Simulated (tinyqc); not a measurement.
# Screening length from the swing

Problem. In a simple model of a Schottky-barrier transistor a barrier thinner than d = 3.8 nm is transparent, so the effective barrier is pn - psi (1 - exp(-d/lam)) and the swing beyond flat band is Vt ln 10/(1 - exp(-d/lam)). Find the thermionic swing, lam, and the effective barrier at psi = 0.2 V.

Values chosen for this exercise:
- T = 350 K (temperature)
- pn = 0.8 eV (barrier for electrons at both contacts)

Constants: q = 1.602176634e-19 C, kB = 1.380649e-23 J/K, Vt = kB T/q. Results are converted to the units shown.

swing in the tunnelling range = 120.07371 mV/decade

Answer. The ratio of the two swings is 1 - exp(-d/lam).

Vt ln 10 = 69.45 mV/decade
lam = 4.400 nm
effective barrier = 0.6843 eV

Numbers from tinyqc (`OMP_NUM_THREADS=1 python tinyqc.py 2390064 2390065 out.jsonl`; about 0.1 s on one thread of a shared Intel Xeon 2.30GHz).
